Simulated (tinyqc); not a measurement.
# Worked calculation: bias-temperature instability, empirical power law with universal recovery

tinyqc, about 0.01 s, one thread, Intel Xeon 2.30GHz (shared host): `OMP_NUM_THREADS=1 python tinyqc.py 2070031 2070032 out.jsonl` Printed values are rounded.

Threshold-voltage shift at the end of a stress: dV = A (V/V0)^g exp[-(Ea q/kB)(1/T - 1/T0)] (t/1 s)^n. After a delay tr the permanent share pp stays and the rest falls by r = 1/(1 + B (tr/t)^be). An empirical model: its parameters are fits, not properties.

Inputs (values chosen for the exercise): reference stress voltage V0 = 1.8 V; reference temperature T0 = 373 K; shift after 1 s at V0 and T0 A = 8.6 mV; time exponent n = 0.18; voltage exponent g = 5.2; apparent activation energy of the shift Ea = 0.12 eV; permanent share pp = 0.37; recovery scale B = 5.6; recovery dispersion be = 0.11; use voltage V = 0.8 V; use temperature T = 358 K; failure criterion dc = 30 mV; delay before the measurement tr = 0.001 s.

Constants: q = 1.602176634e-19 C, kB = 1.380649e-23 J/K. Results are converted to the units shown.

## Shift and lifetime at use conditions

The lifetime solves dV = dc; ten years are 3.15576e8 s.

voltage factor = 0.0147452
temperature factor = 0.855195
shift after ten years = 3.67327 mV
lifetime = 1.167e6 years
largest voltage for ten years = 1.19809 V

The device passes: the shift at ten years is below dc. A lifetime beyond 100 years is a far extrapolation of the power law. In time the voltage exponent is g/n = 28.9 and the activation energy Ea/n = 0.667 eV.

## What a delayed measurement sees

t, point 0 to 2 (s): [10, 100, 1000]

At V0 and T0, measured shift = dV [pp + (1 - pp) r]; the apparent exponent is the slope of ln(shift) against ln t between the first and last point.

```
point,dV (mV),share left,measured (mV)
0,13.0166,0.577699,7.51969
1,19.7015,0.614348,12.1035
2,29.8194,0.653127,19.4758
```

apparent n = 0.206648

The delay hides 34.7 % of the last shift and raises the exponent from 0.18 to 0.207, since short stresses recover by a larger share.
